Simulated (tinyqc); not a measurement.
From results back to parameters: Koster-Slater impurity in an sp3s* host.

Problem. In the Koster-Slater model a defect shifts the s level of its site by Vs and the p levels by Vp; an A1 level solves 1/Vs = G_s(E) and a T2 level 1/Vp = G_p(E), E from the top of the valence band. A defect has an A1 level at E = 0.8511 eV, one of the energies of the table, and a T2 level at 1.4185 eV.

G(E) of the host (1/eV):

| E (eV) | G_s | G_p |
|---|---|---|
| 0.0000 | -0.0886031 | 0.0369670 |
| 0.2837 | -0.1105034 | -0.0180798 |
| 0.5674 | -0.1358623 | -0.0542563 |
| 0.8511 | -0.1666452 | -0.0867454 |
| 1.1348 | -0.2058962 | -0.1207205 |
| 1.4185 | -0.2590022 | -0.1614341 |
| 1.7023 | -0.3369372 | -0.2190608 |
| 1.9860 | -0.4676553 | -0.3277136 |
| 2.2697 | -0.8606561 | -1.0991835 |

Find: Vs, Vp.

Solution. Read G_s and G_p at the two energies and invert them. Vs is attractive and pulls its level down from the conduction bands. Vp is attractive and pulls its level down from the conduction bands.

Vs, Vp (eV): -6.0  -6.2

Run: tinyqc, `OMP_NUM_THREADS=1 python tinyqc.py 1450432 1450433 out.jsonl`; Intel(R) Xeon(R) Processor @ 2.30GHz, one thread, shared host; about 0.01 s of CPU time with all checks.
